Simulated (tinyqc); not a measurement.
Changing the length N of the open chain: classical Heisenberg spin chain: exact results, Metropolis, heat-bath and over-relaxation steps, and a Monte Carlo run. Computed by tinyqc, a small Python program. Command: `OMP_NUM_THREADS=1 python tinyqc.py 3130235 3130236 out.jsonl heismc sweep`. One thread of a shared host (Intel(R) Xeon(R) Processor @ 2.30GHz), about 0.01 s of CPU time with the checks.

E = -J sum_i s_i . s_(i+1) for unit vectors s_i on an open chain; K = J/(k_B T).

Inputs (values chosen for the exercise, for a model chain of large moments): coupling J = 23 meV; temperature T = 285 K; moment mu = 2 mu_B.

Constants: k_B = 8.617333262e-05 eV/K; mu_B = 5.7883818060e-05 eV/T.

Method. Each bond angle is independent, so u = <s_i . s_(i+1)> = coth K - 1/K, <s_i . s_(i+n)> = u^n, correlation length xi = -1/ln|u|, energy per bond -J u, heat capacity per bond c/k_B = 1 - K^2/sinh^2 K, and for the long chain chi = mu^2 (1 + u)/(3 k_B T (1 - u)) per spin. For N spins, <|sum s|^2>/N = (1 + u)/(1 - u) - 2 u (1 - u^N)/(N (1 - u)^2); the long chain has (1 + u)/(1 - u), chi over the Curie value, and the difference is relative to it.

One run for each value:
```
length N of the open chain  <|sum s|^2>/N  difference from the long chain (%)
2                                  1.2953                             -29.532
3                                  1.4519                             -21.013
5                                  1.6008                             -12.912
12                                 1.7390                              -5.392
20                                 1.7787                              -3.235
40                                 1.8084                              -1.618
80                                 1.8233                              -0.809
200                                1.8322                              -0.324
```

Give the missing row, length N of the open chain = 8.

Computed row:
```
length N of the open chain  <|sum s|^2>/N  difference from the long chain (%)
8                                  1.6895                              -8.088
```

Interpolating between the two neighbouring rows (the first column on a logarithmic scale, the others too where they are positive) misses most in difference from the long chain (%), by 9.7 %. Over the rows, <|sum s|^2>/N rises from 1.30 to 1.83 (exponent d ln y / d ln x 0.28 between the first rows and 0.0053 between the last); difference from the long chain (%) rises from -29.5 to -0.324 (exponent d ln y / d ln x -0.84 between the first rows and -1.00 between the last).
